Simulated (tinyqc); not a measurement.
Two mixing rules: virtual-crystal alloy in the empirical-pseudopotential method.

Empirical pseudopotential on the fcc lattice, atoms at +/- tau, tau = a (1,1,1)/8, no spin-orbit coupling. H(G,G') = c (2 pi/a)^2 |k + G|^2 delta + VS(q) cos(q.tau) + i VA(q) sin(q.tau), q = G - G', c = hbar^2/2m0; k and G in units of 2 pi/a; VS at |q|^2 = 3, 8, 11 and VA at 3, 4, 11, in rydberg, zero elsewhere. At each k the basis holds all G with |k + G|^2 up to 16; energies are counted from the fourth level at Gamma.

Virtual crystal A(1-x)B(x): a = (1 - x) a_A + x a_B. Rule linear: V = (1 - x) V_A + x V_B. Rule volume: V = [(1 - x) a_A^3 V_A + x a_B^3 V_B]/a^3, since a form factor is an atomic potential divided by the cell volume.

Constants: hbar^2/2m0 = 3.80998211 eV angstrom^2; Ry = 13.60569312 eV.

Parameters, chosen for this exercise (classic local form factors of the size used for GaAs (A) and InAs (B), which place X and L only to a few tenths of an eV; shifted at random, so the results belong to these values and not to a real crystal):
- a = (5.65, 6.032) angstrom (lattice constants of A, B)
- VSA = (-0.228, 0.011, 0.059) Ry (symmetric form factors of A)
- VAA = (0.069, 0.051, 0.01) Ry (antisymmetric form factors of A)
- VSB = (-0.217, 0, 0.051) Ry (symmetric form factors of B)
- VAB = (0.08, 0.05, 0.03) Ry (antisymmetric form factors of B)

Gaps from the valence top to the fifth band at Gamma, at L = (1/2,1/2,1/2) and at the lowest of k = (f,0,0), f = 0.70, 0.75, ..., 1.00. Both rules agree at the ends.

Gaps (eV):
```
x     Gamma, linear  Delta/X, linear  L, linear  Gamma, volume  Delta/X, volume  L, volume
0.25          1.170            1.744      1.602          1.130            1.745      1.590
0.50          0.932            1.830      1.567          0.881            1.831      1.551
0.75          0.700            1.909      1.529          0.664            1.910      1.517
```

What does the comparison show?

At x = 0.5 the volume rule moves Gamma by -51 meV, Delta/X by +1 meV and L by -16 meV, that is the bowing by -4 times these; the lattice constants differ by 6.8 %, and the rules would coincide for equal ones.

Program tinyqc; command `OMP_NUM_THREADS=1 python tinyqc.py 1080730 1080731 out.jsonl`; about 0.2 s on one thread of a shared Intel(R) Xeon(R) Processor @ 2.30GHz.
